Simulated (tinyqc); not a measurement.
Free-carrier optics of a doped semiconductor (Drude model): one step. Plasma energy and damping. Three cases, with inputs chosen for the exercise.

Task: Evaluate Ep, tau, Gam, the plasma wavelength hc/Ep (hc = 1239.841984 eV nm) and the dc resistivity 1/(e N mu), e = 1.602176634e-19 C.

eps(E) = ei [1 - Ep^2/(E^2 + i E Gam)], with Ep^2 = 8 pi c (e^2/(4 pi eps0)) N/(m ei), c = hbar^2/2m0, N in 1/angstrom^3 (1e-24 per 1/cm^3); Gam = hbar/tau, tau = mu m m0/e with m0/e = 5.685630e-12 kg/C and mu in m^2/(V s). Energies in meV.

Constants: hbar^2/2m0 = 3.80998211 eV angstrom^2; e^2/(4 pi eps0) = 14.39964547 eV angstrom; hbar = 6.58211957e-16 eV s.

Give: Ep; tau; Gam; plasma wavelength; rho.

Case 1.

Values chosen (mass and dielectric values near those of Si; N and mu are free inputs; interband absorption and the rise of the mass with filling are left out; the results hold for these values, not for the real material): N = 1.7e+18 1/cm^3 (carrier density); m = 0.267 m0 (conductivity mass); mu = 200 cm^2/(V s) (mobility); ei = 11.59 (high-frequency dielectric constant).

Result:

Ep = 27.52 meV
tau = 30.36 fs
Gam = 21.68 meV
plasma wavelength = 45.05 micrometre
rho = 0.0184 ohm cm

Ep/Gam = 1.27: the edge is smeared by scattering.

Case 2.

Values chosen (mass and dielectric values near those of Ge; N and mu are free inputs; interband absorption and the rise of the mass with filling are left out; the results hold for these values, not for the real material): N = 2.7e+17 1/cm^3 (carrier density); m = 0.113 m0 (conductivity mass); mu = 5600 cm^2/(V s) (mobility); ei = 16.17 (high-frequency dielectric constant).

Result:

Ep = 14.27 meV
tau = 359.79 fs
Gam = 1.83 meV
plasma wavelength = 86.86 micrometre
rho = 0.00413 ohm cm

Ep/Gam = 7.80: the plasma edge is sharp.

Case 3.

Values chosen (mass and dielectric values near those of Si; N and mu are free inputs; interband absorption and the rise of the mass with filling are left out; the results hold for these values, not for the real material): N = 2.8e+17 1/cm^3 (carrier density); m = 0.275 m0 (conductivity mass); mu = 75 cm^2/(V s) (mobility); ei = 11.54 (high-frequency dielectric constant).

Result:

Ep = 11.03 meV
tau = 11.73 fs
Gam = 56.13 meV
plasma wavelength = 112.41 micrometre
rho = 0.297 ohm cm

Ep/Gam = 0.20: the free-carrier part of eps1 has no zero, and the plasma mode is overdamped (Ep/Gam below 1/2).

Computed by tinyqc, one run a case: `OMP_NUM_THREADS=1 python tinyqc.py N N+1 out.jsonl` with N = 1681351, 1681357, 1681659; one thread of a shared Intel(R) Xeon(R) Processor @ 2.30GHz, about 0.01 s a run at most.
